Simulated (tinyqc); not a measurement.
# Vacuum evaporation: vapour pressure, source flux, thickness distribution, purity and step coverage, step by step

A worked calculation. Computed by tinyqc, a small Python program that keeps every step. Command: `OMP_NUM_THREADS=1 python tinyqc.py 3113611 3113612 out.jsonl evap walk`. One thread of a shared host (Intel(R) Xeon(R) Processor @ 2.30GHz), about 0.01 s of CPU time with the checks. Intermediate numbers are printed to about 6 digits and carried at full precision; extremes and crossings named in words are read from the listed rows.

Molecular flow, unit sticking of the metal, no re-evaporation. The background gas is taken as water vapour (18.015 g/mol, collision diameter 0.37 nm) at 300 K.

Inputs (values chosen for the exercise, modelled on germanium, with constants for the liquid):
```
quantity                         value    unit
molar mass M                     72.63   g/mol
film density rho                  5.32  g/cm^3
vapour-pressure constant A       10.65       -
vapour-pressure constant B       17590       K
source temperature T              1640       K
source area                        4.9    cm^2
directionality n                     4       -
source-to-wafer distance h          65      cm
wafer radius R                     7.5      cm
source offset from the axis s/h   0.65       -
background pressure p            1e-07      Pa
sticking of background gas         0.5       -
aspect ratio of a trench          0.56       -
```

Constants: u = 1.6605390666e-27 kg; k_B = 1.380649e-23 J/K; R = 8.314462618 J/(mol K).

## Vapour pressure and flux

log10(p_v/Pa) = A - B/T; flux from the surface Phi = p_v/sqrt(2 pi m k_B T), m = M u. Mass loss = Phi x area x m; heat of evaporation = ln(10) R B; d ln Phi/dT = ln(10) B/T^2 - 1/(2 T).

vapour pressure p_v = 0.840215 Pa

flux Phi = 6.41437e+17 1/(cm^2 s)

mass loss = 1.36464 g/h

heat of evaporation = 336.756 kJ/mol

change of flux per kelvin = 1.47540 %/K

Holding the rate to 1 % needs the temperature to about 0.68 K.

## Rate and uniformity on a fixed wafer above the source

A small source emits (n + 1) Phi area cos^n(phi)/(2 pi) per solid angle; on a parallel plane at height h and lateral distance l the arrival rate is (n + 1) Phi area/(2 pi h^2) x (1 + (l/h)^2)^(-(n + 3)/2). Growth rate = arrival rate x m/rho, m = M u. The wafer is fixed and centred above the source.

arrival rate at the centre = 5.91989e+14 1/(cm^2 s)

growth rate at the centre = 0.134205 nm/s

edge over centre = 0.954765

non-uniformity (max - min)/(max + min) = 2.31410 %

share of the material that lands on the wafer, 1 - (1 + (R/h)^2)^(-(n + 1)/2) = 3.25238 %

## Offset source and rotation

Rotating wafer, source offset by s and facing upwards: thickness at radius r is the mean over the angle a of (1 + (r^2 + s^2 - 2 r s cos a)/h^2)^(-(n + 3)/2), by 360 equal steps; non-uniformity (max - min)/(max + min) over 21 radii from 0 to R.

centre thickness relative to an axial source = 0.291284

edge over centre, rotating = 1.01055

non-uniformity, rotating = 0.524753 %

## Choosing the offset

The curvature at the centre vanishes at s/h = sqrt(2/(n + 3)).

Against the offset:
```
s/h  centre thickness  edge over centre  non-uniformity (%)
0.0           1.00000           0.95476             2.31410
0.2           0.87173           0.96372             1.84765
0.4           0.59484           0.98459             0.77651
0.5           0.45795           0.99585             0.20803
0.6           0.34089           1.00606             0.30194
0.7           0.24766           1.01458             0.72355
0.8           0.17703           1.02118             1.04809
0.9           0.12535           1.02595             1.28088
1.1           0.06232           1.03096             1.52426
```

The best row, s/h = 0.5, has 0.21 % against 2.3 % on the axis, at the price of a rate lower by a factor 2.18; the small-wafer optimum is sqrt(2/(n + 3)) = 0.53.

## Scattering and purity

Mean free path lambda = k_B T_g/(sqrt2 pi d^2 p); unscattered share exp(-h/lambda); gas arrival p/sqrt(2 pi m_g k_B T_g); impurity ratio = sticking x gas arrival/metal arrival; monolayer time = 1e15 cm^-2/(sticking x gas arrival).

mean free path = 68098.3 m

unscattered share = 0.999990

gas arrival rate = 3.58398e+11 1/(cm^2 s)

impurity ratio = 3.02707e-04

monolayer time = 5580.38 s

## A trench at the wafer edge

Fixed wafer, axial point source, trench running tangentially at r = R: the beam arrives at tan(a) = R/h. Shadowed share of the floor = aspect ratio x tan(a) (at most 1); the wall facing the source grows at tan(a) times the field rate, the other wall not at all.

angle a = 6.58194 degrees

shadowed share of the floor = 0.0646154

wall over field thickness = 0.115385

Checks made by the program: share on the wafer by quadrature (relative difference 1e-09).
